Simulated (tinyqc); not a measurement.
# Threshold of a short bulk MOSFET: charge sharing, barrier lowering, narrow width, step by step

Computed by the program tinyqc: `OMP_NUM_THREADS=1 python tinyqc.py 2002129 2002130 out.jsonl`, one thread of a shared Intel Xeon 2.30GHz, about 0.01 s for the whole run. Printed values are rounded.

n-channel device on a p-type body, depletion approximation, full ionisation. Uniform doping N = Na. Vbi from Boltzmann statistics is rough for the degenerate source. Cox = eps0 eox/tox.

Values chosen for this exercise; band and dielectric values close to those of silicon: temperature T = 300 K; band gap Eg = 1.13 eV; relative permittivity eps_r = 11.6; conduction-band density of states at T Nc = 2.83e19 cm^-3; valence-band density of states at T Nv = 2.61e19 cm^-3; relative permittivity of the gate insulator (close to silicon dioxide) eox = 3.9; insulator thickness tox = 3.7 nm; channel doping Na = 1.7e18 cm^-3; source and drain doping Nsd = 1e20 cm^-3; flat-band voltage for the doping Na Vfb = -0.89 V; junction depth xj = 10 nm; body-source voltage Vbs = 0 V; drain-source voltage Vds = 0.05 V; gate width W = 160 nm; shape factor of the fringing depletion at the width edges xw = 0; channel length L = 92 nm.

Constants: q = 1.602176634e-19 C, kB = 1.380649e-23 J/K, Vt = kB T/q, eps0 = 8.8541878128e-14 F/cm where lengths are in cm. Results are converted to the units shown.

## Long-channel threshold and scales

ni = sqrt(Nc Nv) exp(-Eg/(2 Vt)), Eg in volts; 2 pB = 2 Vt ln(N/ni); flat band Vfb - Vt ln(N/Na); Wd = sqrt(2 eps0 eps_r (2 pB - Vbs)/(q N)); body term q N Wd/Cox; long-channel VT0 = flat band + 2 pB + body term; Vbi = Vt ln(N Nsd/ni^2); scale length l = sqrt((eps_r/eox) tox Wd).

N = 1.7e18 cm^-3
2 pB = 0.986688 V
flat band = -0.89 V
Wd = 27.2790 nm
body term = 0.796116 V
VT0 = 0.892804 V
Vbi = 1.09202 V
l = 17.3265 nm

## Short-channel and narrow-width shifts

Charge sharing (trapezoid; it ignores Vds): F = (xj/L)(sqrt(1 + 2 Wd/xj) - 1), lowering = body term times F. Barrier lowering: th = exp(-L/(2 l)) + 2 exp(-L/l), lowering = th [2 (Vbi - 2 pB) + Vds], DIBL = th. Narrow width: rise = body term times xw Wd/W. VT by each model = VT0 - lowering + rise.

F = 0.167481
lowering by charge sharing = 133.335 mV
th = 0.0801929
lowering of the barrier = 20.9039 mV
DIBL = 80.1929 mV/V
narrow-width rise = 0 mV
VT, charge sharing = 0.759470 V
VT, barrier lowering = 0.871901 V

L is 5.31 scale lengths. The charge-sharing lowering is 6.38 times the barrier lowering; the first falls off as 1/L and the second exponentially. Both describe the same loss of gate control, so they are alternatives and are not added.
